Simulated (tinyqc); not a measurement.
# Junctionless gate-all-around wire, depletion approximation: what changes with what

A uniformly doped n-type wire of radius R under a surrounding gate; long channel. Below flat band a shell from radius rc to R is fully depleted and the neutral core, at channel potential V (0 at the source, Vd at the drain), carries the current with constant mobility; s = (rc/R)^2 is the share of the cross-section that conducts. The edge of the depleted shell is taken as abrupt, so there is no subthreshold current.

Inputs (values chosen for the exercise); material values close to those of silicon: relative permittivity of the semiconductor eps_r = 11.9; relative permittivity of the gate insulator eox = 22; insulator thickness tox = 4.3 nm; wire radius R = 6 nm; donor density Nd = 8.4e18 cm^-3; flat-band voltage Vfb = 1.12 V; effective mobility in the wire mu = 94 cm^2/(V s); gate length L = 0.1 um; drain voltage Vd = 0.1 V.

Constants: q = 1.602176634e-19 C, eps0 = 8.8541878128e-14 F/cm where lengths are in cm. Results are converted to the units shown.

Each table varies one quantity; the others keep the values above.

## Effect of the donor density on the threshold

Cox = eps0 eox/(R ln(1 + tox/R)); A = q Nd R^2/(4 eps0 eps_r); B = q Nd R/(2 Cox); VT = Vfb - A - B. The flat-band conductance is G0 = q mu Nd pi R^2/L.

The same in every row: Cox (uF/cm^2) = 6.008.

Effect of the donor density on the threshold:
```
Nd (cm^-3)    A (V)     B (V)  VT (V)  G0 (uS)
1e18        0.01369  0.008000   1.098    1.703
1.8e18      0.02463   0.01440   1.081    3.066
3e18        0.04106   0.02400   1.055    5.110
5.1e18      0.06980   0.04080   1.009    8.687
8.7e18       0.1191   0.06960  0.9313    14.82
1.5e19       0.2053    0.1200  0.7947    25.55
2.5e19       0.3421    0.2000  0.5779    42.58
```

As Nd goes from 1e18 to 2.5e19 cm^-3, VT falls from 1.10 to 0.578 V and G0 rises from 1.70 to 42.6 uS. A + B goes on average as Nd^(1.00). The device is normally off (VT > 0) in 7 of the 7 rows. More conductance costs threshold voltage: the same dopants that conduct must be depleted. For Nd = 1e18 to 1.8e18 cm^-3 the radius is under two Debye lengths (at 300 K), so the depletion picture is rough.

## Transfer curve

s solves Vfb - Vg + V = A (1 - s + s ln s) + B (1 - s), and s = 0 where the left side exceeds A + B. I = (q mu Nd pi R^2/L)[g(s0) - g(sL)], g = A (s^2/4 - (s^2/2) ln s) + B s^2/2, with s0 at V = 0 and sL at V = Vd.

Results:
```
Vg (V)       s0  rc at the source (nm)        sL    I (uA)
0.95    0.01908                 0.8288         0  0.001510
0.97    0.06473                  1.527         0   0.01317
0.99     0.1234                  2.108         0   0.03979
1.04     0.3299                  3.446  0.002479    0.1963
1.06     0.4430                  3.994   0.04017    0.3007
1.08     0.5814                  4.575   0.09249    0.4279
1.1      0.7574                  5.222    0.1575    0.5829
1.12      1.000                  6.000    0.2360    0.7762
```

Estimate the missing row, Vg = 1.01 V.

Computed row:
```
Vg (V)      s0  rc at the source (nm)  sL   I (uA)
1.01    0.1950                  2.649   0  0.08502
```

With this row back in the table: Between VT = 0.938 V and flat band, the core radius rises from 0.829 to 6.00 nm and the current rises from 0.00151 to 0.776 uA. The drain end is pinched off in 4 of the 9 rows. ds0/dVg is 2.28 1/V between the first two rows and 12.1 1/V between the last two: the gate acts more strongly when the depleted shell between it and the core is thin. For Vg = 0.95 to 1.01 V the core at the source is under two Debye lengths (at 300 K) in radius, so the abrupt edge fails.

Computed by the program tinyqc: `OMP_NUM_THREADS=1 python tinyqc.py 2460009 2460010 out.jsonl`, one thread of a shared Intel Xeon 2.30GHz, about 0.01 s for the whole run.
